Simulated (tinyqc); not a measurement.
Model-solid line-up of a strained alloy layer on a substrate: one step. Strained band edges. Five cases, with inputs chosen for the exercise.

Task: Give the hydrostatic shifts, the strain block and the edges.

Strained edges: Ec + ac tr(e); the valence edges are Ev plus the levels of the 6 x 6 matrix of X, Y, Z times spin with -Dso/3 + l exx + m (eyy + ezz) on the diagonal (cyclic), n exy off it, l = av + 2 b, m = av - b, n = sqrt(3) d. Spin-orbit term (Dso/3) L.sigma on X, Y, Z with (L_k)_ij = -i epsilon_kij: <X+|H|Y+> = -i Dso/3, <X+|H|Z-> = Dso/3, <Y+|H|Z-> = -i Dso/3, <Z+|H|X-> = -Dso/3, <Z+|H|Y-> = i Dso/3, <X-|H|Y-> = i Dso/3, and their conjugates; + and - are the spin along z.

Case 1.

Alloy at x (a in angstrom, C11, C12, C44 in GPa, all else in eV):

| symbol | value |
|---|---|
| a | 5.662880 |
| Eg | 3.065305 |
| Dso | 0.278220 |
| Ev | -1.307760 |
| ac | -5.620400 |
| av | 2.473200 |
| b | -2.284600 |
| d | -3.439000 |
| C11 | 125.524000 |
| C12 | 52.874000 |
| C44 | 54.810000 |

strain tensor in the cubic axes:
```
             x            y            z
x  -0.00050530   0.00053304   0.00053304
y   0.00053304  -0.00050530   0.00053304
z   0.00053304   0.00053304  -0.00050530
```

Case 2.

Alloy at x (a in angstrom, C11, C12, C44 in GPa, all else in eV):

| symbol | value |
|---|---|
| a | 5.737800 |
| Eg | 2.469360 |
| Dso | 0.297800 |
| Ev | -1.198000 |
| ac | -5.474000 |
| av | 2.186000 |
| b | -2.190000 |
| d | -3.430000 |
| C11 | 116.780000 |
| C12 | 51.760000 |
| C44 | 51.220000 |

strain tensor in the cubic axes:
```
            x           y            z
x  0.02408589  0.00000000   0.00000000
y  0.00000000  0.02408589   0.00000000
z  0.00000000  0.00000000  -0.02135101
```

Case 3.

Alloy at x (a in angstrom, C11, C12, C44 in GPa, all else in eV):

| symbol | value |
|---|---|
| a | 5.607750 |
| Eg | 1.813438 |
| Dso | 0.275250 |
| Ev | -0.915787 |
| ac | -7.370000 |
| av | 1.305000 |
| b | -1.917500 |
| d | -4.775000 |
| C11 | 127.875000 |
| C12 | 57.575000 |
| C44 | 62.500000 |

strain tensor in the cubic axes:
```
             x            y            z
x   0.00463422  -0.00450492  -0.00450492
y  -0.00450492   0.00463422  -0.00450492
z  -0.00450492  -0.00450492   0.00463422
```

Case 4.

Alloy at x (a in angstrom, C11, C12, C44 in GPa, all else in eV):

| symbol | value |
|---|---|
| a | 5.780850 |
| Eg | 1.629331 |
| Dso | 0.102910 |
| Ev | -1.021400 |
| ac | -6.446200 |
| av | 0.838900 |
| b | -1.921800 |
| d | -4.971800 |
| C11 | 110.001000 |
| C12 | 57.192000 |
| C44 | 50.997000 |

strain tensor in the cubic axes:
```
             x            y           z
x  -0.02142419   0.00000000  0.00000000
y   0.00000000  -0.02142419  0.00000000
z   0.00000000   0.00000000  0.02227783
```

Case 5.

Alloy at x (a in angstrom, C11, C12, C44 in GPa, all else in eV):

| symbol | value |
|---|---|
| a | 5.636750 |
| Eg | 2.074557 |
| Dso | 0.091470 |
| Ev | -1.091321 |
| ac | -7.215600 |
| av | 1.227000 |
| b | -1.772000 |
| d | -4.754800 |
| C11 | 124.016000 |
| C12 | 58.777000 |
| C44 | 59.478000 |

strain tensor in the cubic axes:
```
            x           y            z
x  0.00483435  0.00000000   0.00000000
y  0.00000000  0.00483435   0.00000000
z  0.00000000  0.00000000  -0.00458245
```

Give: ac tr(e), av tr(e); strain block; Ec and the three valence edges from the top; strained gap.

Result:

Case 1.

ac tr(e), av tr(e) (eV): 0.0085  -0.0037

strain block (eV):
```
         X        Y        Z
X  -0.0037  -0.0032  -0.0032
Y  -0.0032  -0.0037  -0.0032
Z  -0.0032  -0.0032  -0.0037
```

Ec and the three valence edges from the top (eV): 1.7661  -1.3083  -1.3146  -1.5898

strained gap = 3.0744 eV

Strain moves the gap by +9 meV: +12 meV from the volume and -3 meV from the splitting of the valence edge, which always raises the top.

Case 2.

ac tr(e), av tr(e) (eV): -0.1468  0.0586

strain block (eV):
```
         X        Y       Z
X  -0.0409        0       0
Y        0  -0.0409       0
Z        0        0  0.2576
```

Ec and the three valence edges from the top (eV): 1.1245  -0.9951  -1.2389  -1.4820

strained gap = 2.1196 eV

Strain moves the gap by -350 meV: -205 meV from the volume and -144 meV from the splitting of the valence edge, which always raises the top.

Case 3.

ac tr(e), av tr(e) (eV): -0.1025  0.0181

strain block (eV):
```
        X       Y       Z
X  0.0181  0.0373  0.0373
Y  0.0373  0.0181  0.0373
Z  0.0373  0.0373  0.0181
```

Ec and the three valence edges from the top (eV): 0.7952  -0.8517  -0.9349  -1.1815

strained gap = 1.6469 eV

Strain moves the gap by -167 meV: -121 meV from the volume and -46 meV from the splitting of the valence edge, which always raises the top.

Case 4.

ac tr(e), av tr(e) (eV): 0.1326  -0.0173

strain block (eV):
```
        X       Y        Z
X  0.0667       0        0
Y       0  0.0667        0
Z       0       0  -0.1852
```

Ec and the three valence edges from the top (eV): 0.7405  -0.9547  -1.0130  -1.2513

strained gap = 1.6952 eV

Strain moves the gap by +66 meV: +150 meV from the volume and -84 meV from the splitting of the valence edge, which always raises the top.

Case 5.

ac tr(e), av tr(e) (eV): -0.0367  0.0062

strain block (eV):
```
         X        Y       Z
X  -0.0104        0       0
Y        0  -0.0104       0
Z        0        0  0.0396
```

Ec and the three valence edges from the top (eV): 0.9465  -1.0635  -1.1018  -1.1815

strained gap = 2.0100 eV

Strain moves the gap by -65 meV: -43 meV from the volume and -22 meV from the splitting of the valence edge, which always raises the top.

Computed by tinyqc, one run a case: `OMP_NUM_THREADS=1 python tinyqc.py N N+1 out.jsonl` with N = 1050056, 1050146, 1050364, 1050503, 1050816; one thread of a shared Intel(R) Xeon(R) Processor @ 2.30GHz, about 0.02 s a run at most.
